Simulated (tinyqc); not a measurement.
p-n diode, drift-diffusion by the Gummel loop with Scharfetter-Gummel fluxes: effect of the SRH lifetime of holes at fixed bias.

Abrupt junction at x = 0, p side from -Lp, n side to Ln, ohmic contacts. psi is counted from the intrinsic level; n = ni exp((psi - phin)/Vt), p = ni exp((phip - psi)/Vt). Contacts: p side psi = V - Vt ln(Na/ni), p = Na, n = ni^2/Na; n side psi = Vt ln(Nd/ni), n = Nd, p = ni^2/Nd. Constant mobilities, D = mu Vt, Boltzmann statistics, SRH recombination through a mid-gap level, U = (n p - ni^2)/(tp (n + ni) + tn (p + ni)). Current is positive from the p contact to the n contact.

ni = sqrt(Nc Nv) exp(-Eg/(2 Vt)), Eg in volts. Poisson and both continuity equations are solved self-consistently with Scharfetter-Gummel fluxes on a graded mesh of 500 nodes. J_scr is q times the integral of U between -xp and xn. Ideal diffusion current J_id = q ni^2 [Dn coth(wp/Le)/(Le Na) + Dp coth(wn/Lh)/(Lh Nd)] (exp(V/Vt) - 1), Le = sqrt(Dn tn), Lh = sqrt(Dp tp), wp = Lp - xp, wn = Ln - xn, with xp and xn from the depletion approximation (W = sqrt(2 eps0 eps_r (Vbi - V)(1/Na + 1/Nd)/q), xp = W Nd/(Na + Nd), xn = W Na/(Na + Nd), Vbi = Vt ln(Na Nd/ni^2)). Ideality factor = 0.004 V/(Vt ln[J(V + 0.004 V)/J(V)]).

Parameters, values chosen for the exercise; band and dielectric values close to those of silicon: temperature T = 300 K; band gap Eg = 1.14 eV; relative permittivity eps_r = 11.9; conduction-band density of states at T Nc = 2.85e19 cm^-3; valence-band density of states at T Nv = 2.69e19 cm^-3; acceptor density of the p side Na = 1.9e17 cm^-3; donor density of the n side Nd = 5e15 cm^-3; electron mobility mun = 1100 cm^2/(V s); hole mobility mup = 410 cm^2/(V s); SRH lifetime of electrons tn = 5e-8 s; length of the p side Lp = 2.2 um; length of the n side Ln = 1.5 um; uniform generation rate G = 0 cm^-3 s^-1; bias of the p contact V = 0.47 V.

Constants: q = 1.602176634e-19 C, kB = 1.380649e-23 J/K, Vt = kB T/q, eps0 = 8.8541878128e-14 F/cm where lengths are in cm. Results are converted to the units shown.

Effect of the SRH lifetime of holes at fixed bias:
```
tp (s)	J (A/cm^2)	ideality factor	J_scr/J (%)	J_id (A/cm^2)	share recombining at the contacts (%)	larger minority/doping at -xp and xn
1e-11	0.144	1.56	42.2	0.141	0.321	1.51e-4
1e-10	0.0682	1.29	41.6	0.0449	3.46	2.04e-4
1e-9	0.0251	1.16	32.5	0.0174	38.2	2.31e-4
1e-8	0.0147	1.07	14.1	0.0129	80.3	2.36e-4
1e-7	0.0127	1.03	4.21	0.0124	95.1	2.36e-4
1e-6	0.0122	1.02	1.17	0.0124	98.7	2.36e-4
1e-5	0.0121	1.01	0.324	0.0124	99.6	2.36e-4
```

As tp rises from 1e-11 to 1e-5, J falls from 0.144 to 0.0121 A/cm^2, the share of the depleted layer falls from 42.2 to 0.324 % and the share lost at the contacts rises from 0.321 to 99.6 %. The exponent d ln J/d ln tp is -0.33 between the first two rows and 0.00 between the last two. J less J_scr is 2.4 % below J_id in the last row.

Program tinyqc, `OMP_NUM_THREADS=1 python tinyqc.py 2240048 2240049 out.jsonl`; Intel Xeon 2.30GHz, shared host, one thread, about 0.1 s.
